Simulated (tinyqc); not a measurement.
Which input was changed? Model: kinetic Monte Carlo and master equation for a particle on a ring of sites with traps and bias. Computed by tinyqc, a small Python program. Command: `OMP_NUM_THREADS=1 python tinyqc.py 3013642 3013643 out.jsonl kmc which`. One thread of a shared host (Intel(R) Xeon(R) Processor @ 2.30GHz), about 0.09 s of CPU time with the checks.

8 sites on a ring, numbered 1 to 8. The saddle between i and i+1 lies at E0 + s b_i and site i at s eps_i; a force F tilts the landscape, with the saddle half-way.

Inputs (values chosen for the exercise, for a model defect):

| quantity | value | unit |
|---|---|---|
| reference barrier E0 | 0.84 | eV |
| scale factor s of the disorder | 1 | - |
| attempt frequency nu | 4.2 | THz |
| temperature T | 560 | K |
| site spacing a | 2.6 | angstrom |
| force F along the ring | 0.016 | eV/angstrom |

Disorder: both.

site energies eps_i (eV): -0.043  -0.14  -0.13  -0.048  -0.098  0  0  -0.1

saddle shifts b_i between sites i and i+1 (eV): -0.024  0.048  -0.036  0.044  -0.043  -0.067  0.022  0.058

Constants: k_B = 8.617333262e-05 eV/K.

Method:
- Rates: k(i to i+1) = nu exp(-(E0 + s b_i - s eps_i - F a/2)/(k_B T)), k(i to i-1) = nu exp(-(E0 + s b_(i-1) - s eps_i + F a/2)/(k_B T)).
- Share right = k right/(k right + k left); mean stay = 1/(k right + k left).
- Master equation dP/dt = W P, W_(i+1,i) = k right, W_(i-1,i) = k left, columns summing to zero. The steady state is its null vector; drift v = a sum P_i (k right - k left). D = a^2 lambda''(0)/2, where lambda(q) is the leading eigenvalue of W with right hops weighted by exp(q) and left hops by exp(-q).
- The slowest relaxation rate is minus the real part of the next eigenvalue of W. 1 angstrom = 1e-8 cm.
- At zero force D0 = a^2 nu exp(-E0/(k_B T)) / [<exp(-s eps/(k_B T))> <exp(s b/(k_B T))>], with means over the ring; Einstein relation v = D0 F/(k_B T); 1 angstrom = 1e-8 cm.

Task: One of these inputs alone was changed, within the range given: reference barrier E0 (0.42 to 1.68); temperature T (280 to 1120); site spacing a (1.3 to 5.2); force F along the ring (0.008 to 0.032). Which one, and to what value?

Results:

| run | slowest relaxation rate (1/s) | zero-force diffusivity D0 (cm^2/s) | D0 over the value without disorder |
|---|---|---|---|
| before | 8172.119 | 7.596985e-12 | 0.09707616 |
| after | 7488.595 | 7.596985e-12 | 0.09707616 |

Result:

Each candidate set to reproduce slowest relaxation rate, and what it then gives:

| candidate | range searched | value needed | zero-force diffusivity D0 (cm^2/s) | D0 over the value without disorder |
|---|---|---|---|---|
| reference barrier E0 (eV) | 0.42 to 1.68 | 0.8442 | 6.9616e-12 | 0.097076 |
| temperature T (K) | 280 to 1120 | 557.5 | 6.9434e-12 | 0.095791 |
| site spacing a (angstrom) | 1.3 to 5.2 | 2.194 | 5.4084e-12 | 0.097076 |
| force F along the ring (eV/angstrom) | 0.008 to 0.032 | 0.01350 | 7.5970e-12 | 0.097076 |

Only force F along the ring fits every result: it went from 0.016 to 0.0135 eV/angstrom. The next best candidate, reference barrier E0, misses one result by 8.4 %.
